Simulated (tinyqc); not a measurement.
What each parameter does: valence-band anticrossing with a localised impurity level.

Host valence band EM(k) = al x - c k^2/mM, c = hbar^2/2m0, coupled to a flat level EI by V = C sqrt(x): H = [[EM, V], [V, EI]], E+/- = (EM + EI)/2 +/- sqrt((EM - EI)^2/4 + V^2). The host weight of a state at E is f = 1/(1 + V^2/(E - EI)^2), and its mass at k = 0 is mM/f. The gap is Eg - E+(0), the conduction edge staying at Eg.

Constants: hbar^2/2m0 = 3.80998211 eV angstrom^2.

Inputs chosen for the exercise (host near GaAs; the results hold for these values, not for the real material):
```
symbol  value   unit  meaning
Eg      1.539   eV    gap at Gamma to the s-like level
mM      0.39    m0    mass of the host band
EI      -0.207  eV    impurity level, from the valence top of the host
C       1.53    eV    coupling
al      1.05    eV    linear shift of the host edge
x       0.0033        impurity fraction
```

At k = 0.

One parameter was then changed.

Results before and after:
```
case,E- (eV),E+ (eV),gap (eV),mass (m0)
base,-0.2389,0.0353,1.5037,0.4413
changed,-0.2839,0.0303,1.5087,0.4265
```

Which of these changes was made? (a) Eg = 1.589 eV; (b) x = 0.0028; (c) C = 1.3005 eV; (d) al = 1.55 eV; (e) mM = 0.3315 m0; (f) EI = -0.257 eV.

Answer: (f) EI = -0.257 eV. Of the candidates, run in turn, only this one gives the changed row.

All candidates:
```
case,E- (eV),E+ (eV),gap (eV),mass (m0)
base,-0.2389,0.0353,1.5037,0.4413
EI = -0.257 eV,-0.2839,0.0303,1.5087,0.4265
al = 1.55 eV,-0.2387,0.0368,1.5022,0.4407
Eg = 1.589 eV,-0.2389,0.0353,1.5537,0.4413
C = 1.3005 eV,-0.2308,0.0273,1.5117,0.4297
x = 0.0028,-0.2346,0.0305,1.5085,0.4353
mM = 0.3315 m0,-0.2389,0.0353,1.5037,0.3751
```

(tinyqc, `OMP_NUM_THREADS=1 python tinyqc.py 1050859 1050860 out.jsonl`, Intel(R) Xeon(R) Processor @ 2.30GHz, 1 thread, shared host, about 0.01 s.)
